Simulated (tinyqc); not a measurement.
# Planar ballistic transistor, top-of-the-barrier model: effect of the band edge at the barrier top above the source Fermi level at zero bias

At the top of the source barrier, states moving towards the drain are filled by the source (Fermi level 0) and states moving back by the drain (Fermi level -q Vd); nothing scatters. U is the shift of the band edge there, set by the capacitances CG, CD and CS (the total) and by the charge. Parabolic two-dimensional band; the source is grounded.

N0 = gv m kB T/(pi hbar^2), CG = eps0 eox/tox, vT = sqrt(2 kB T/(pi m)), CS = CG/aG, n0 = n at U = 0 and Vd = 0. eta1 = -(E0 + U)/Vt, eta2 = eta1 - Vd/Vt, n = (N0/2)[F_0(eta1) + F_0(eta2)], F_0(x) = ln(1 + exp x). U = UL + q (n - n0)/CS with UL = -(aG Vg + aD Vd), energies in eV. I = q (N0/2) vT [F_(1/2)(eta1) - F_(1/2)(eta2)] per width, F_(1/2)(x) = (2/sqrt(pi)) int_0^infinity u^(1/2)/(1 + exp(u - x)) du. CQ = (q/Vt) dn/d(eta1).

Inputs (values chosen for the exercise); mass and valleys made up: temperature T = 300 K; effective mass m = 0.0278 m0; valley degeneracy gv = 1; relative permittivity of the gate insulator eox = 9; insulator thickness tox = 1.8 nm; gate control CG/CS aG = 0.94; drain control CD/CS aD = 0.036; gate voltage Vg = 0.8 V; drain voltage Vd = 0.8 V.

Constants: q = 1.602176634e-19 C, kB = 1.380649e-23 J/K, hbar = 1.054571817e-34 J s, m0 = 9.1093837015e-31 kg, Vt = kB T/q, eps0 = 8.8541878128e-14 F/cm where lengths are in cm. Results are converted to the units shown.

Results:
```
E0 (eV)    eta1  n (cm^-2)  I (uA/um)  mean velocity I/(q n) (cm/s)    CQ/CS
0.1      21.998  3.3020e12     6038.4                      1.1414e8  0.19755
0.2      18.761  2.8162e12     4760.5                      1.0551e8  0.19753
0.25     17.146  2.5737e12     4162.0                      1.0093e8  0.19753
0.3      15.530  2.3313e12     3591.3                      9.6151e7  0.19753
0.35     13.915  2.0888e12     3049.8                      9.1129e7  0.19753
0.4      12.300  1.8464e12     2539.1                      8.5831e7  0.19753
0.45     10.685  1.6040e12     2061.3                      8.0212e7  0.19752
```

Estimate the missing row, E0 = 0.15 eV.

Computed row:
```
E0 (eV)    eta1  n (cm^-2)  I (uA/um)  mean velocity I/(q n) (cm/s)    CQ/CS
0.15     20.377  3.0587e12     5385.7                      1.0990e8  0.19753
```

With this row back in the table: As E0 goes from 0.1 to 0.45 eV, n falls from 3.30e12 to 1.60e12 cm^-2, the mean velocity falls from 1.14e8 to 8.02e7 cm/s and the current falls from 6040 to 2060 uA/um. CQ/CS stays near 0.20. For E0 = 0.1 to 0.4 eV the source Fermi level lies over 0.3 eV above the band edge, where a light band is no longer parabolic.

tinyqc, about 0.01 s, one thread, Intel Xeon 2.30GHz (shared host): `OMP_NUM_THREADS=1 python tinyqc.py 2400002 2400003 out.jsonl`
